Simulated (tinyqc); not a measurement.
Conductance of a narrow metal strip with scatterers (square lattice, Green functions): sweeps and comparisons. A value that a table varies takes the place of the one given here.

A strip of W sites across with hard walls, site energy 0 and hopping -t. Mode n = 1 to W has profile chi_n(j) = sqrt(2/(W + 1)) sin(n j pi/(W + 1)) and energy en = -2t cos(n pi/(W + 1)); E = en - 2t cos(kn a). With z_n = exp(i kn a) (Im k > 0 for closed modes, |z| < 1) each lead gives the self-energy -t z_n in mode n. One column carries the site energies v, here a uniform barrier across the strip, as of a grain boundary. In the mode basis V_nm = sum_j chi_n(j) v_j chi_m(j), G = (E - en + 2 t z_n - V)^-1, and t_nm = 2t sqrt(sin(kn a) sin(km a)) G_nm in size for open modes. T = sum |t_nm|^2, conductance (2e^2/h) T.

Constants: e^2/h = 3.874045865e-05 S.

Parameters, chosen for this exercise (hopping and spacing of the size met in Cu or Al; the lattice is a model; not measured data):
```
symbol  value                 unit      meaning
t       1.75                  eV        hopping
W       4                               sites across
v       (1.2, 1.2, 1.2, 1.2)  eV        site energies in the scattering column
a       2.41                  angstrom  spacing
E       -0.2                  eV        Fermi energy
```

## Conductance steps with and without the scatterer

E is varied across the lower half of the band.

Against energy:
```
E/t    E (eV)  open modes       T  reflected
-3.30  -5.775           1  0.7135     0.2865
-2.95  -5.162           1  0.8256     0.1744
-2.65  -4.638           1  0.8619     0.1381
-2.30  -4.025           2  1.5961     0.4039
-1.95  -3.413           2  1.7178     0.2822
-1.65  -2.888           2  1.7567     0.2433
-1.30  -2.275           3  2.1808     0.8192
-0.95  -1.663           3  2.5415     0.4585
-0.65  -1.137           3  2.5974     0.4026
-0.30  -0.525           4  2.9965     1.0035
0.05    0.087           4  3.2574     0.7426
```

The clean strip goes from 1 to 4 open modes. The reflected flux ranges from 0.138 (E/t = -2.65) to 1.003 (E/t = -0.3). A uniform barrier reflects each mode by v^2/(v^2 + (2t sin(kn a))^2), most the slow ones just above their thresholds.

## The same scatterer in wider strips

Width (W + 1) a; the strength is the entry of v largest in size. The barrier spans the width. Added resistance (1/T - 1/M)/(2 e^2/h), M the number of open modes.

Against width:
```
W   width (angstrom)   M        T     T/M  added resistance (ohm)
3                9.6   3   2.5050  0.8350                   850.0
4               12.1   4   3.2361  0.8090                   761.7
5               14.5   5   3.9245  0.7849                   707.4
6               16.9   6   4.5730  0.7622                   671.2
8               21.7   8   5.7554  0.7194                   629.2
10              26.5   9   7.1876  0.7986                   361.6
14              36.1  13   9.9793  0.7676                   300.5
20              50.6  18  14.0093  0.7783                   204.2
```

The added resistance is 850 ohm at W = 3 and 204.2 at W = 20; from W = 10 to 20 it changes by a factor 0.56, where 1/M gives 0.50 and 1/M^2 gives 0.25. A barrier across the strip keeps T/M near a constant (0.72 to 0.80 for W of 8 and more), so its resistance goes as 1/width on average, with steps as modes open: resistance times width runs from 9.6 to 13.6 kohm angstrom there.

## What each change does

Open modes M, T and the added resistance (1/T - 1/M)/(2 e^2/h). Each row changes one parameter from the base and keeps the others.

Results:
```
case                             M       T  added resistance (ohm)
base                             4  3.2361                     762
t = 1.82 eV                      4  3.2833                     704
E = -0.06 eV                     4  3.2600                     732
v = (1.56, 1.56, 1.56, 1.56) eV  4  2.8817                    1252
```

The largest shifts from the base row, up to three for each result and ties (the steps differ in size, so this ranks the rows, not the parameters). M: unchanged at the printed digits by t, E and v. T: v -0.3544, t +0.0473, E +0.0239. added resistance (ohm): v +490, t -57, E -29.

Run: tinyqc, `OMP_NUM_THREADS=1 python tinyqc.py 1482879 1482880 out.jsonl`; Intel(R) Xeon(R) Processor @ 2.30GHz, one thread, shared host; about 0.01 s of CPU time with all checks.
